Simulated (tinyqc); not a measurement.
Growth with time: grain growth, pinning, strength and diffusional creep of a polycrystal or thin film. Computed by tinyqc, a small Python program. Command: `OMP_NUM_THREADS=1 python tinyqc.py 3009628 3009629 out.jsonl grain walk`. One thread of a shared host (Intel(R) Xeon(R) Processor @ 2.30GHz), about 0.01 s of CPU time with the checks.

One mean grain size d describes the structure.

Inputs (values chosen for the exercise, for a model solid):
```
quantity                                    value       unit
boundary energy gamma                         1.3      J/m^2
mobility prefactor M0                     8.7e-07  m^4/(J s)
activation energy of boundary motion Q_m     5.35         eV
anneal temperature T                         3141          K
initial grain size d0                          57         nm
particle volume fraction f                0.00093          -
particle radius r                             7.9         nm
film thickness h                              110         nm
surface energy gamma_s                        3.2      J/m^2
```

Sample: thin film on a substrate.

Constants: k_B = 8.617333262e-05 eV/K.

Method. M = M0 exp(-Q_m/(k_B T)). The driving pressure is 2 gamma/d. Zener pinning pressure 3 f gamma/(2 r) stops growth at d_Z = 4 r/(3 f). Grooves where boundaries meet the surface have the angle theta = arcsin(gamma/(2 gamma_s)) and are taken to stop growth at d_h = h/(2 theta), a few film thicknesses; the limit is 1/d_lim = 1/d_Z + 1/d_h. dd/dt = 2 M gamma (1/d - 1/d_lim) integrates to 2 M gamma t = d_lim (d0 - d) + d_lim^2 ln[(d_lim - d0)/(d_lim - d)]; without pinning d^2 = d0^2 + 4 M gamma t.

limit d_lim = 262.650 nm

mobility M = 2.26657e-15 m^4/(J s)

At T:
```
t (s)  free growth (nm)  pinned growth (nm)  d/d_lim
0.018             58.83               58.43  0.22248
0.059             62.80               61.54  0.23431
0.18              73.28               69.69  0.26533
0.59             101.01               90.57  0.34483
1.8              156.41              128.16  0.48796
5.9              269.79              186.88  0.71153
18               464.11              240.69  0.91640
59               835.84              262.04  0.99768
```

What follows from these numbers?

The apparent exponent d ln d/d ln t of the pinned growth is at most about 0.32, below the ideal 1/2, and falls to 0.072 in the last rows: the initial size hides the law early and pinning hides it late.
